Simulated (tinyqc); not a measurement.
Equilibrium and kinetic segregation of a solute to boundaries and growing surfaces: one step, computed by the program tinyqc.

Problem. Depletion of small grains. With theta the solute fraction on boundary sites and x that in the grains, theta/(1 - theta) = [x/(1 - x)] exp[Q/(k_B T)]. Finite grains: boundary sites are the fraction f = 3 delta/d, and x0 = (1 - f) x + f theta; solve both equations for theta; share at boundaries = f theta/x0.

Inputs (values chosen for the exercise, modelled on arsenic in polycrystalline silicon): segregation energy Q = 0.387 eV; total solute fraction x0 = 0.0044; temperature T = 1325 K; grain size d = 20 nm; boundary thickness delta = 0.58 nm.

Isotherm: Langmuir-McLean.

Constants: k_B = 8.617333262e-05 eV/K.

Give: site fraction f; coverage theta; fraction x left in the grains; share of solute at boundaries; enrichment theta/x.

Solution.

site fraction f = 0.087

coverage theta = 0.036995

fraction x left in the grains = 0.0012941

share of solute at boundaries = 73.148 %

enrichment theta/x = 28.588
